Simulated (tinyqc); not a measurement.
Length of a molecular wire: coherent transport through a tight-binding bridge. Computed by the program tinyqc. T = Gamma_L Gamma_R |G_1n|^2 with the self-energies of semi-infinite chains.

A uniform bridge between two chains:
```
parameter                        value
site energy (eV)              1.120000
hopping in the bridge (eV)    0.630000
lead hopping (eV)             2.720000
couplings (eV)              1.18, 0.35
E (eV)                       -0.400000
```

Transmission against length:
```
sites           T      ln T
2      8.9879e-03   -4.7119
3      2.4388e-03   -6.0162
4      6.8137e-04   -7.2914
5      1.9193e-04   -8.5584
6      5.4192e-05   -9.8230
7      1.5311e-05  -11.0869
8      4.3267e-06  -12.3507
9      1.2227e-06  -13.6144
10     3.4554e-07  -14.8782
```

What does the comparison show, and why?

E lies outside the band of the bridge (|E - e|/2h = 1.206 > 1), so T decays as exp(-beta n) with beta = 2 arccosh(1.206) = 1.2637 a site; the last two rows give 1.2637.
